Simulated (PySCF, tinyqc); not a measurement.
Inside a calculation. Method: RHF in the sto-3g basis, for Be, spin multiplicity 1. This run ends on a higher stationary point, not on the lowest solution. The lowest restricted solution is unstable here: a spin-polarised one lies 0.0012 hartree lower (PySCF). One step of it, computed by the program tinyqc.

Problem. Iteration 2: DIIS coefficients. Solve [B -1; -1 0][c; lambda] = [0; -1] for the coefficients, which sum to one.

B (overlaps of the stored error matrices):
$$\begin{pmatrix}
3.7521214e-03 & 3.5619779e-04 \\
3.5619779e-04 & 3.3814702e-05
\end{pmatrix}$$

Give: DIIS coefficients.

Solution.

DIIS coefficients: [-0.1049, 1.1049]
